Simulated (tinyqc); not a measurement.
Pariser-Parr-Pople SCF with singles CI, for the molecule c1ccnc[cH+]c1 (SMILES; centres numbered as the heavy atoms are written), step by step. One step of it, computed by the program tinyqc.

Problem. Iteration 1: Fock matrix. F_rr = H_rr + P_rr gamma_rr / 2 + sum_(s != r) P_ss gamma_rs; F_rs = H_rs - P_rs gamma_rs / 2; E = tr P (H + F) / 2 + core repulsion sum_(r<s) z_r z_s gamma_rs.

P at the start, order 1C, 2C, 3C, 4N, 5C, 6C, 7C:
$$\begin{pmatrix}
0.855424 & 0.644621 & 0.160556 & -0.224195 & -0.227129 & 0.161186 & 0.640275 \\
0.644621 & 0.854793 & 0.636298 & 0.154279 & -0.234822 & -0.231475 & 0.161186 \\
0.160556 & 0.636298 & 0.856263 & 0.645829 & 0.157680 & -0.234822 & -0.227129 \\
-0.224195 & 0.154279 & 0.645829 & 0.867040 & 0.645829 & 0.154279 & -0.224195 \\
-0.227129 & -0.234822 & 0.157680 & 0.645829 & 0.856263 & 0.636298 & 0.160556 \\
0.161186 & -0.231475 & -0.234822 & 0.154279 & 0.636298 & 0.854793 & 0.644621 \\
0.640275 & 0.161186 & -0.227129 & -0.224195 & 0.160556 & 0.644621 & 0.855424
\end{pmatrix}$$

core matrix H (eV), order 1C, 2C, 3C, 4N, 5C, 6C, 7C:
$$\begin{pmatrix}
-44.926086 & -2.390000 & 0.000000 & 0.000000 & 0.000000 & 0.000000 & -2.390000 \\
-2.390000 & -44.946158 & -2.390000 & 0.000000 & 0.000000 & 0.000000 & 0.000000 \\
0.000000 & -2.390000 & -45.065825 & -2.510000 & 0.000000 & 0.000000 & 0.000000 \\
0.000000 & 0.000000 & -2.510000 & -48.345283 & -2.510000 & 0.000000 & 0.000000 \\
0.000000 & 0.000000 & 0.000000 & -2.510000 & -45.065212 & -2.390000 & 0.000000 \\
0.000000 & 0.000000 & 0.000000 & 0.000000 & -2.390000 & -44.942855 & -2.390000 \\
-2.390000 & 0.000000 & 0.000000 & 0.000000 & 0.000000 & -2.390000 & -44.924020
\end{pmatrix}$$

repulsion gamma_rs (eV), order 1C, 2C, 3C, 4N, 5C, 6C, 7C:
$$\begin{pmatrix}
11.130000 & 7.555349 & 5.079327 & 4.263436 & 4.233299 & 5.079327 & 7.555349 \\
7.555349 & 11.130000 & 7.553271 & 5.130585 & 4.233184 & 4.233612 & 5.080158 \\
5.079327 & 7.553271 & 11.130000 & 7.727912 & 5.078555 & 4.233148 & 4.233612 \\
4.263436 & 5.130585 & 7.727912 & 12.300000 & 7.729197 & 5.130835 & 4.263318 \\
4.233299 & 4.233184 & 5.078555 & 7.729197 & 11.130000 & 7.552663 & 5.078313 \\
5.079327 & 4.233612 & 4.233148 & 5.130835 & 7.552663 & 11.130000 & 7.553271 \\
7.555349 & 5.080158 & 4.233612 & 4.263318 & 5.078313 & 7.553271 & 11.130000
\end{pmatrix}$$

Centres (angstrom, eV; a flat drawing with bonds scaled to 1.40 angstrom):
```
centre          x          y  core charge z          W   gamma_rr
1C       1.613000   0.000000              1  11.160000  11.130000
2C       1.006000   1.261000              1  11.160000  11.130000
3C      -0.359000   1.573000              1  11.160000  11.130000
4N      -1.454000   0.700000              1  14.100000  12.300000
5C      -1.454000  -0.700000              1  11.160000  11.130000
6C      -0.359000  -1.573000              1  11.160000  11.130000
7C       1.006000  -1.261000              1  11.160000  11.130000
```

Give: F; pi energy.

Solution.

F (eV), order 1C, 2C, 3C, 4N, 5C, 6C, 7C:
$$\begin{pmatrix}
-11.232 & -4.825 & -0.408 & 0.478 & 0.481 & -0.409 & -4.809 \\
-4.825 & -11.221 & -4.793 & -0.396 & 0.497 & 0.490 & -0.409 \\
-0.408 & -4.793 & -11.210 & -5.005 & -0.400 & 0.497 & 0.481 \\
0.478 & -0.396 & -5.005 & -13.712 & -5.006 & -0.396 & 0.478 \\
0.481 & 0.497 & -0.400 & -5.006 & -11.210 & -4.793 & -0.408 \\
-0.409 & 0.490 & 0.497 & -0.396 & -4.793 & -11.220 & -4.824 \\
-4.809 & -0.409 & 0.481 & 0.478 & -0.408 & -4.824 & -11.232
\end{pmatrix}$$

pi energy = -86.547 eV
